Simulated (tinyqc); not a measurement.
Worked calculation: linear model of a band gap against the share of exact exchange. Values are carried at full precision from step to step, so a last printed digit may differ when a step is redone from the rounded ones.

E(alpha) = E0 + S alpha. A wider gap screens less, modelled in the Penn form eps(alpha) = 1 + (e0 - 1)(EP/(EP + S alpha))^2 with a scale EP chosen for the exercise. A dielectric-dependent hybrid takes alpha = 1/eps.

Parameters, chosen for this exercise (of the order of those of Ge; shifted at random, so the results belong to these values and not to a real crystal): E0 = 0.08 eV (gap of the semi-local functional); S = 4.73 eV (slope dE/d(alpha)); e0 = 18.08 (optical dielectric constant at alpha = 0); EP = 8.5 eV (energy scale of the screening); Et = 0.75 eV (target gap); a_start = 0.25 (starting alpha); fv = 0.46 (share of the opening taken by the valence edge); Ed = 0.05 eV (defect level above the semi-local valence top); cd = 0 (shift of the level per unit opening, on the scale of the mean potential).

## Fixed shares

Gap, error against the target and eps for alpha = 0, 0.25 and 1/e0; and the alpha that meets the target, (Et - E0)/S.

Results:
```
alpha   E (eV)  E - Et (eV)     eps
0.0000   0.080       -0.670  18.080
0.2500   1.262        0.512  14.163
0.0553   0.342       -0.408  17.075
```

alpha for the target = 0.1416

A quarter of exact exchange overshoots the target by 0.51 eV: the material needs 0.142, and 1/e0 = 0.055 lies closer to it than 0.25 does.

## Self-consistent share

Iterate alpha -> 1/eps(alpha) seven times from a_start. The fixed point solves alpha eps(alpha) = 1; the contraction factor there is 2 (eps - 1) S/((EP + S alpha) eps^2).

Iterates:
```
step    alpha      eps  E (eV)
0     0.25000  14.1629  1.2625
1     0.07061  16.8130  0.4140
2     0.05948  17.0031  0.3613
3     0.05881  17.0146  0.3582
4     0.05877  17.0153  0.3580
5     0.05877  17.0153  0.3580
6     0.05877  17.0153  0.3580
7     0.05877  17.0153  0.3580
```

fixed point = 0.05877
contraction factor = 0.0596

The factor is positive, so the iterates approach from one side, the error shrinking to 0.06 of itself each step; the gap is within 0.01 eV of its limit from step 2. Self-consistency moves the gap by +0.016 eV against the one-shot choice 1/e0, since a wider gap screens less.

## Band edges and a deep level

The opening c = S alpha lowers the valence top by fv c and raises the conduction edge by (1 - fv) c, both against the mean potential; the level moves by cd c. Use the fixed point. Compare with stretching the level in proportion to the gap and with pinning it to either edge.

opening c = 0.278 eV

shifts of the valence and conduction edges (eV): -0.128  0.150

level above the valence top = 0.178 eV
level below the conduction edge = 0.180 eV

level above the valence top: stretched, tied to the valence edge, tied to the conduction edge (eV): 0.224  0.050  0.328

The three recipes err by +0.05, -0.13 and +0.15 eV against alignment through the mean potential. A localised level with cd = 0 stays put while the edges move away from it.

## Checks

- Fixed point by bisection against 60 substitutions: both 0.05877.

Computed by tinyqc, a small Python program: `OMP_NUM_THREADS=1 python tinyqc.py 1850067 1850068 out.jsonl` (the numbers bound the seed that draws the inputs); one thread of a shared host (Intel(R) Xeon(R) Processor @ 2.30GHz), about 0.01 s for the whole set of steps.
